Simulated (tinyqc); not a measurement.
On-chip power grid, static voltage drop by conjugate gradients: two steps of the calculation.

A grid of 4 rows and 3 columns, node k = 3 row + column. Neighbours in a row are joined by Rx, in a column by Ry; pad nodes, which reach the supply through Rp: 0, 11. Each node draws I0, node 9 draws kh I0. The drops u = Vdd - V solve G u = i, with G the conductance matrix (1/Rp added on the diagonal at pad nodes).

Values chosen for this exercise:
```
symbol  value  unit                                   meaning
Rx       0.29   ohm        resistance of a horizontal segment
Ry        0.5   ohm          resistance of a vertical segment
Rp      0.047   ohm  resistance from a pad node to the supply
I0        2.1    mA          load current of an ordinary node
kh          3              factor on the load at the hot node
```

Problem 1. Diagonal of G, loads and first direction. G_kk = sum of the conductances at node k. Start u = 0, so the residual is r = i; z = r/G_kk (Jacobi preconditioner), p = z.

Wanted: G_kk; r at the start; p at the start.

Solution 1.

G_kk (S):

|  | col 0 | col 1 | col 2 |
|---|---|---|---|
| row 0 | 26.72 | 8.897 | 5.448 |
| row 1 | 7.448 | 10.90 | 7.448 |
| row 2 | 7.448 | 10.90 | 7.448 |
| row 3 | 5.448 | 8.897 | 26.72 |

r at the start (mA):

|  | col 0 | col 1 | col 2 |
|---|---|---|---|
| row 0 | 2.100 | 2.100 | 2.100 |
| row 1 | 2.100 | 2.100 | 2.100 |
| row 2 | 2.100 | 2.100 | 2.100 |
| row 3 | 6.300 | 2.100 | 2.100 |

p at the start (mV):

|  | col 0 | col 1 | col 2 |
|---|---|---|---|
| row 0 | 0.07858 | 0.2360 | 0.3854 |
| row 1 | 0.2819 | 0.1927 | 0.2819 |
| row 2 | 0.2819 | 0.1927 | 0.2819 |
| row 3 | 1.156 | 0.2360 | 0.07858 |

Problem 2. Conjugate-gradient step. q = G p; with z = r/G_kk: a = (r.z)/(p.q); u(new) = u + a p; r(new) = r - a q; b = (r.z)(new)/(r.z); p(new) = z(new) + b p.

u after iteration 1 (mV):

|  | col 0 | col 1 | col 2 |
|---|---|---|---|
| row 0 | 0.1879755 | 0.5646706 | 0.9220570 |
| row 1 | 0.6744677 | 0.4610285 | 0.6744677 |
| row 2 | 0.6744677 | 0.4610285 | 0.6744677 |
| row 3 | 2.7661711 | 0.5646706 | 0.1879755 |

r after iteration 1 (mA):

|  | col 0 | col 1 | col 2 |
|---|---|---|---|
| row 0 | 0.3724541 | 1.8261343 | 0.3724541 |
| row 1 | 0.3910187 | 3.7792782 | 1.8591818 |
| row 2 | 5.5474100 | 3.7792782 | 0.3910187 |
| row 3 | -5.4747882 | 8.1851485 | 0.3724541 |

p after iteration 1 (mV):

|  | col 0 | col 1 | col 2 |
|---|---|---|---|
| row 0 | 0.1431033 | 0.5932746 | 0.7019502 |
| row 1 | 0.5159560 | 0.6636267 | 0.7130705 |
| row 2 | 1.2082493 | 0.6636267 | 0.5159560 |
| row 3 | 0.8958988 | 1.3080475 | 0.1431033 |

Find: q; a; u after iteration 2; r after iteration 2; b; p after iteration 2.

Solution 2.

q (mA):

|  | col 0 | col 1 | col 2 |
|---|---|---|---|
| row 0 | 0.7467 | 1.0369 | 0.3525 |
| row 1 | -1.1481 | 0.4794 | 0.5870 |
| row 2 | 3.8873 | -2.6576 | -0.1577 |
| row 3 | -2.0459 | 6.7271 | -1.7180 |

a = 1.9372

u after iteration 2 (mV):

|  | col 0 | col 1 | col 2 |
|---|---|---|---|
| row 0 | 0.4652 | 1.7140 | 2.2819 |
| row 1 | 1.6740 | 1.7466 | 2.0558 |
| row 2 | 3.0151 | 1.7466 | 1.6740 |
| row 3 | 4.5017 | 3.0986 | 0.4652 |

r after iteration 2 (mA):

|  | col 0 | col 1 | col 2 |
|---|---|---|---|
| row 0 | -1.0741 | -0.1825 | -0.3104 |
| row 1 | 2.6151 | 2.8506 | 0.7221 |
| row 2 | -1.9830 | 8.9276 | 0.6966 |
| row 3 | -1.5115 | -4.8465 | 3.7006 |

b = 0.64142

p after iteration 2 (mV):

|  | col 0 | col 1 | col 2 |
|---|---|---|---|
| row 0 | 0.0516 | 0.3600 | 0.3933 |
| row 1 | 0.6820 | 0.6873 | 0.5543 |
| row 2 | 0.5088 | 1.2450 | 0.4245 |
| row 3 | 0.2972 | 0.2942 | 0.2303 |

Computed by the program tinyqc: `OMP_NUM_THREADS=1 python tinyqc.py 2770136 2770137 out.jsonl`, one thread of a shared Intel Xeon 2.30GHz, about 0.3 s for the whole run.
